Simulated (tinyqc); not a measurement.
Inside a calculation. Model: frequency dispersion of an accumulation capacitance by border traps, distributed model.

tinyqc, about 0.4 s, one thread, Intel Xeon 2.30GHz (shared host): `OMP_NUM_THREADS=1 python tinyqc.py 2202043 2202044 out.jsonl` Printed values are rounded.

Traps spread evenly through the insulator exchange electrons with the semiconductor by tunnelling, with tau(x) = t0 exp(2 ka x) at depth x from the interface. The admittance per area Y seen at depth x obeys dY/dx = -Y^2/(i w eps0 eox) + q Nb ln(1 + i w tau)/tau, with Y(0) = i w Cs and w = 2 pi f; the gate sees Y(tox) = G + i w C. Working variable y = Y/(i w), in uF/cm^2. Cox = eps0 eox/tox.

Inputs (values chosen for the exercise); permittivity close to that of aluminium oxide:

| symbol | value | unit | meaning |
|---|---|---|---|
| eox | 8.08 |  | relative permittivity of the insulator |
| tox | 4.6 | nm | insulator thickness |
| Cs | 1.6 | uF/cm^2 | semiconductor capacitance in accumulation |
| Nb | 3.3e19 | cm^-3 eV^-1 | density of border traps |
| ka | 3.2 | 1/nm | decay constant of the wave function in the insulator |
| t0 | 2e-11 | s | time constant of a trap at the interface |
| f | 1e6 | Hz | frequency |
| xe | 2.2 | nm | depth down to which the steps are taken |

Constants: q = 1.602176634e-19 C, eps0 = 8.8541878128e-14 F/cm where lengths are in cm. Results are converted to the units shown.

## Scales and lumped estimate

Cox; trap-free value 1/(1/Cox + 1/Cs); response depth d = ln(1/(w t0))/(2 ka), where w tau = 1; lumped estimate: all traps within d act as C_bt = q Nb d placed at d/2, so C = 1/{1/[1/(1/Cs + d/(2 eps0 eox)) + C_bt] + (tox - d/2)/(eps0 eox)}.

Cox = 1.55526 uF/cm^2
trap-free C = 0.788656 uF/cm^2
d = 1.40342 nm
C_bt = 0.742015 uF/cm^2
lumped C = 0.984747 uF/cm^2

The traps within reach amount to 0.464 Cs and lie in the first 30.5 % of the insulator.

## Midpoint steps through the active depth

In terms of y: dy/dx = -y^2/(eps0 eox) + s(x), s = q Nb ln(1 + z)/z, z = i w tau. 10 midpoint steps of h = xe/10: y_half = y + (h/2) y'(x, y), y(new) = y + h y'(x + h/2, y_half).

| point | x (nm) | s (uF/(cm^2 nm)) | y (uF/cm^2) |
|---|---|---|---|
| 0 | 0 | 0.528718-0.000033i | 1.60000+0.00000i |
| 1 | 0.22 | 0.528718-0.000136i | 1.63573-0.00001i |
| 2 | 0.44 | 0.528718-0.000555i | 1.66805-0.00007i |
| 3 | 0.66 | 0.528705-0.002269i | 1.69722-0.00031i |
| 4 | 0.88 | 0.528501-0.009270i | 1.72349-0.00126i |
| 5 | 1.1 | 0.525137-0.037533i | 1.74695-0.00514i |
| 6 | 1.32 | 0.478203-0.133224i | 1.76515-0.02036i |
| 7 | 1.54 | 0.259321-0.210530i | 1.75423-0.05973i |
| 8 | 1.76 | 0.079281-0.123436i | 1.69462-0.08961i |
| 9 | 1.98 | 0.020408-0.048720i | 1.61918-0.09709i |
| 10 | 2.2 | 0.005053-0.016465i | 1.54482-0.09391i |

## Capacitance and conductance at the gate

y at xe = 1.54482-0.09391i uF/cm^2

Beyond xe the traps are ignored, so 1/y(tox) = 1/y(xe) + (tox - xe)/(eps0 eox); C = Re y, G/w = -Im y, loss tangent G/(w C).

y at the gate = 1.01836-0.04072i uF/cm^2
C = 1.01836 uF/cm^2
G/w = 0.0407249 uF/cm^2
loss tangent = 0.0399908

A fine integration over the whole insulator gives C = 1.0195 and G/w = 0.04213 uF/cm^2; the coarse G/w is 3.3 % below that. The fine C is 29 % above the trap-free value, and the lumped estimate is 3.4 % below the fine result.
